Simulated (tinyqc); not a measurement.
Doping from resistivity.

Question. A uniform, uncompensated and fully ionised sample has rho = 1/(q N mu), mu = m1 + (m2 (T/300 K)^(-bt) - m1)/(1 + (N/Nr)^am). Find N, mu and the diffusion coefficient mu Vt.

Inputs (values chosen for the exercise): temperature T = 300 K; mobility limit at high doping m1 = 71.2 cm^2/(V s); mobility limit at low doping, at 300 K m2 = 1440 cm^2/(V s); reference doping of the mobility law Nr = 9.54e16 cm^-3; exponent of the mobility law am = 0.738; temperature exponent of m2 bt = 2.2.

Constants: q = 1.602176634e-19 C, kB = 1.380649e-23 J/K, Vt = kB T/q. Results are converted to the units shown.

resistivity = 0.010205490 ohm cm

Answer. With am below 1 the product N mu rises steadily with N, so one doping matches; it is found by iterating N = 1/(q rho mu(N)).

N = 4.000e18 cm^-3
mu = 152.9 cm^2/(V s)
diffusion coefficient = 3.953 cm^2/s

tinyqc, about 0.01 s, one thread, Intel Xeon 2.30GHz (shared host): `OMP_NUM_THREADS=1 python tinyqc.py 2110095 2110096 out.jsonl`
